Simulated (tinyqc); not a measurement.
Random alloy fluctuations: inter-valley coupling by envelope functions against a chain of atomic planes.

Chain: E(phi) = e0 + 2 v cos(phi) + 2 u cos(2 phi), cos(phi0) = -v/(4u), e0 = 2u + v^2/(4u); plane j = 0, 1, ... has the potential V_j = dE x_j + F (j - 30) a/4 (1 MV/m = 1e-4 V/angstrom). There are 30 barrier planes a side; with y = j - 29.5, x_j = xb (f(y) + f(Nw - y)), f(y) = 1/(1 + exp(y/L)), plus any Ge added in the well. The valley splitting is the spacing of the two lowest levels. Envelope theory: F_j solves a one-valley chain with hopping -b and diagonal 2b + V_j, b = 4u sin^2(phi0), sum F_j^2 = 1; the valleys couple by Dv = sum_j F_j^2 V_j exp(-2 i phi0 j) and split by 2|Dv|.

Inputs chosen for the exercise (near those of the Delta valleys of silicon in a SiGe well; the results hold for these values, not for the real material): a = 5.431 angstrom (lattice constant; planes lie a/4 apart); u = 0.632 eV (second-neighbour hopping); v = 0.617 eV (nearest hopping); Nw = 58 (planes in the well); L = 1.5 planes (interface width); xb = 0.3 (Ge fraction of the barriers); dE = 0.5 eV (offset per unit Ge fraction); F = 8 MV/m (field); x0 = 5595 (start of the number sequence); na = 20000 (atoms a plane under the dot).

A uniform fraction x is added on all planes. Each plane j then fluctuates by q sqrt(x_j (1 - x_j)/na) in Ge fraction, q = sqrt12 (z/2147483647 - 1/2) with z(new) = 16807 z mod 2147483647 from x0, restarted for each row; 24 samples. Theory: Dv is a complex Gaussian with sigma^2 = dE^2 sum F_j^4 x_j (1 - x_j)/na, and the mean splitting is sqrt(pi) sigma if the smooth part is negligible.

Splitting (micro-eV):

| x | sigma | sqrt(pi) sigma | mean of 24 | least | largest |
|---|---|---|---|---|---|
| 0.00 | 24.8 | 44.0 | 40.8 | 4.1 | 101.0 |
| 0.01 | 67.1 | 118.9 | 135.9 | 35.3 | 264.4 |
| 0.02 | 91.2 | 161.6 | 184.2 | 43.4 | 352.8 |
| 0.05 | 138.8 | 246.0 | 278.8 | 59.9 | 536.9 |
| 0.10 | 189.6 | 336.0 | 379.3 | 77.0 | 739.6 |

Without added Ge the disorder sits in the barriers, where the state is small: mean 40.8 micro-eV, against 0.10 for the smooth well. With 5 % Ge in the well the mean is 279, theory 246, with a statistical error of about 11 % for 24 samples; the miss is +13 %, and since every row reuses one sequence the rows with added Ge miss alike. The spread grows with the mean: at 5 % the samples run from 60 to 537, so small splittings remain possible. sigma falls as 1/sqrt(na) for larger dots. A chain with one orbital a plane has no Bloch-function factor, which scales all these couplings down in fuller models.

Program tinyqc; command `OMP_NUM_THREADS=1 python tinyqc.py 1451689 1451690 out.jsonl`; about 0.09 s on one thread of a shared Intel(R) Xeon(R) Processor @ 2.30GHz.
